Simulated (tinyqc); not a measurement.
Four-point probe on a layer of finite thickness.

Four collinear probes with spacing s on a wide layer of thickness w over an insulator: V/I = (rho/(2 pi s)) S, S = 1 + 4 sum_(k>=1) {[1 + (2 k w/s)^2]^(-1/2) - [4 + (2 k w/s)^2]^(-1/2)}. Thin-film reading rho = (pi/ln 2) w V/I times the factor F1 = 2 ln 2/((w/s) S); bulk reading rho = 2 pi s V/I times 1/S; closed estimate F1 = ln 2/ln[sinh(w/s)/sinh(w/(2 s))]. x = w/s.

Results:
```
x        S      F1     1/S  estimate of F1
0.2  6.931   1.000  0.1443          0.9929
0.3  4.621   1.000  0.2164          0.9841
0.4  3.467  0.9995  0.2884          0.9721
0.6  2.330  0.9918  0.4293          0.9399
0.8  1.793  0.9662  0.5576          0.8989
1    1.504  0.9215  0.6647          0.8523
2    1.094  0.6337  0.9142          0.6151
3    1.031  0.4484  0.9703          0.4476
5    1.007  0.2753  0.9931          0.2765
```

Estimate the missing row, x = 1.5.

Computed row:
```
x        S      F1     1/S  estimate of F1
1.5  1.197  0.7719  0.8352          0.7285
```

With this row back in the table: F1 falls from 1.000 to 0.275 while 1/S rises from 0.144 to 0.993. Among the rows the thin-film formula is good to 1 % up to w/s = 0.6 and the bulk formula from w/s = 5 on. The closed estimate is within 7.6 % of the series.

Program tinyqc, `OMP_NUM_THREADS=1 python tinyqc.py 2850170 2850171 out.jsonl`; Intel Xeon 2.30GHz, shared host, one thread, about 0.05 s.
